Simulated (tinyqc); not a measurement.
Inductance and parasitic capacitance from two readings.

Inverse problem. A loss-free coil L in parallel with C shows the apparent inductance L/(1 - w^2 L C), w = 2 pi f. Find L, C and the self-resonance 1/(2 pi sqrt(L C)).

apparent inductance at 6.6 and 12 GHz (nH): [1.4232086, 2.4920160]

Solution. The inverse of the reading is 1/L - w^2 C, a straight line in w^2.

L = 1.200 nH
C = 76.00 fF
self-resonance = 16.67 GHz

Numbers from tinyqc (`OMP_NUM_THREADS=1 python tinyqc.py 2302217 2302218 out.jsonl`; about 0.01 s on one thread of a shared Intel Xeon 2.30GHz).
